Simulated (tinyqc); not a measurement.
Ways to converge the cycle: SCF convergence aids in the sto-3g basis, for Li, spin multiplicity 2. Computed by the program tinyqc with PySCF. UHF with one setting changed at a time; a run stops when the energy changes by less than 1e-09 hartree and the error matrix is below 1e-5. The start is the Wolfsberg-Helmholz matrix. Damping d keeps d of the old density; a shift (hartree) raises the virtual levels; DIIS n extrapolates F over n matrices.

Geometry (angstrom):

| atom | x | y | z |
|---|---|---|---|
| Li | 0.0000 | 0.0000 | 0.0000 |

lowest solution found by these runs and by PySCF with stability checks = -7.315526 hartree

Largest element of the error matrix X^T (FDS - SDF) X:

| iteration | plain | damping 0.3 | damping 0.6 | shift 0.4 | DIIS 3 | DIIS 8 |
|---|---|---|---|---|---|---|
| 1 | 1.9e-02 | 1.9e-02 | 1.9e-02 | 1.9e-02 | 1.9e-02 | 1.9e-02 |
| 2 | 2.7e-03 | 7.5e-03 | 1.2e-02 | 5.0e-03 | 2.7e-03 | 2.7e-03 |
| 3 | 4.1e-04 | 3.0e-03 | 8.1e-03 | 1.4e-03 | 8.0e-05 | 8.0e-05 |
| 4 | 6.4e-05 | 1.2e-03 | 5.3e-03 | 3.7e-04 | 4.1e-07 | 4.1e-07 |
| 5 | 1.0e-05 | 4.9e-04 | 3.5e-03 | 1.0e-04 | 2.6e-11 | 1.6e-07 |
| 6 | 1.7e-06 | 2.0e-04 | 2.3e-03 | 2.8e-05 | - | - |
| 8 | - | 3.3e-05 | 1.0e-03 | - | - | - |
| 10 | - | 5.6e-06 | 4.4e-04 | - | - | - |
| 14 | - | - | 8.3e-05 | - | - | - |
| 20 | - | - | 7.0e-06 | - | - | - |

How each run ends:

| run | iterations | E (hartree) | state |
|---|---|---|---|
| plain | 6 | -7.230164 | higher |
| damping 0.3 | 12 | -7.230164 | higher |
| damping 0.6 | 25 | -7.230164 | higher |
| shift 0.4 | 7 | -7.230164 | higher |
| DIIS 3 | 5 | -7.230164 | higher |
| DIIS 8 | 5 | -7.230164 | higher |

What does the comparison show, and why?

No run reaches the lowest solution found. Ending on a higher stationary point: plain, damping 0.3, damping 0.6, shift 0.4, DIIS 3, DIIS 8; a small error matrix cannot reveal that, and an occupation fixed by the start is kept by symmetry or by the shape of the basin. Plain steps already contract here, so damping only slows them. DIIS 3 and DIIS 8 gain by cancelling the error over several earlier matrices, much as a quasi-Newton step does.
